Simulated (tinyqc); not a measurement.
Three regimes over temperature: precursor delivery and alloy composition in metal-organic vapour-phase epitaxy. Computed by tinyqc, a small Python program. Command: `OMP_NUM_THREADS=1 python tinyqc.py 3029526 3029527 out.jsonl movpe walk`. One thread of a shared host (Intel(R) Xeon(R) Processor @ 2.30GHz), about 0.01 s of CPU time with the checks.

Carrier gas leaves each bubbler saturated. Group-III species cross a boundary layer and react at the surface; element 2 can also desorb. The film is (1)_(1-x) (2)_x V with a zinc-blende cell.

Inputs (values chosen for the exercise, close to those used for InGaAs from TMGa and TMIn):

| quantity | value | unit |
|---|---|---|
| source 1: a in log10(p/torr) = a - b/T | 8.07 | - |
| source 1: b | 1703 | K |
| source 1: bath temperature | 3 | C |
| source 1: carrier flow | 30 | sccm |
| source 2: a | 10.52 | - |
| source 2: b | 3014 | K |
| source 2: bath temperature | 18 | C |
| source 2: carrier flow | 400 | sccm |
| bubbler pressure p_b | 760 | torr |
| group-V hydride flow | 84 | sccm |
| total flow | 7.2 | slm |
| reactor pressure p | 40 | torr |
| diffusivity D0 at 273.15 K and 760 torr | 0.41 | cm^2/s |
| boundary layer delta | 1 | cm |
| prefactor of the surface rate k_s | 8e+13 | cm/s |
| energy of k_s | 1.81 | eV |
| prefactor of the loss of element 2 | 6.2e+16 | layers/s |
| energy of the loss | 3.17 | eV |
| lattice constant a | 5.75 | angstrom |

Constants: k_B = 1.380649e-23 J/K; k_B = 8.617333262e-05 eV/K.

Method:
- Temperatures in kelvin are T(C) + 273.15.
- Vapour pressure p_v = 10^(a - b/T); precursor flow = carrier flow x p_v/(p_b - p_v); 1 sccm = 44.615 micromol/min; V/III = hydride flow over the sum of both; gas share x_g = F2/(F1 + F2).
- Partial pressure p_i = p F_i/(44615 x total flow in slm); density n_i = p_i/(k_B T), 1 torr = 133.322 Pa; D = D0 (T/273.15)^1.75 (760/p), h = D/delta, the same for both; k_s = prefactor x exp(-energy/(k_B T)); arrival J_i = n_i/(1/h + 1/k_s); in layers per second g_i = J_i a^2/2 (two group-III sites per a^2 on (001)).
- Loss of element 2 is r x with r = prefactor x exp(-energy/(k_B T)). Then x = (g2 - r x)/(g1 + g2 - r x), or r x^2 - (g1 + g2 + r) x + g2 = 0, smaller root; growth rate G = g1/(1 - x) layers/s; one layer is a/2 thick, 1 angstrom/s = 0.36 um/h.

molar flows (micromol/min): F1 157.453, F2 34.6352

gas share x_g = 0.180308

Growth:

| T (C) | k_s/h | r (layers/s) | x | G (um/h) |
|---|---|---|---|---|
| 450 | 4.5431e-01 | 5.0121e-06 | 0.18031 | 7.307 |
| 500 | 2.6443e+00 | 1.3451e-04 | 0.18031 | 17.846 |
| 550 | 1.2341e+01 | 2.4205e-03 | 0.18029 | 23.846 |
| 600 | 4.7987e+01 | 3.1283e-02 | 0.18013 | 26.388 |
| 650 | 1.6019e+02 | 3.0642e-01 | 0.17864 | 27.862 |
| 700 | 4.7017e+02 | 2.3741e+00 | 0.16850 | 28.751 |
| 750 | 1.2367e+03 | 1.5058e+01 | 0.12434 | 28.384 |
| 800 | 2.9607e+03 | 8.0406e+01 | 0.05136 | 27.167 |
| 850 | 6.5342e+03 | 3.6985e+02 | 0.01432 | 27.060 |

G peaks at 700 C among these rows. Between the first rows the apparent energy is 0.86 eV, against 1.81 eV for k_s, as control is already mixed; k_s passes h between 450 and 500 C, well above which G depends weakly on T until desorption sets in. Among these rows x stays within 2 % of x_g up to 650 C and then falls, to 0.014 in the last row, as element 2 desorbs. Caution: in these rows, too, a is fixed and both precursors share one D and k_s.

Extremes, crossings and ranges named in words are read from the listed rows.
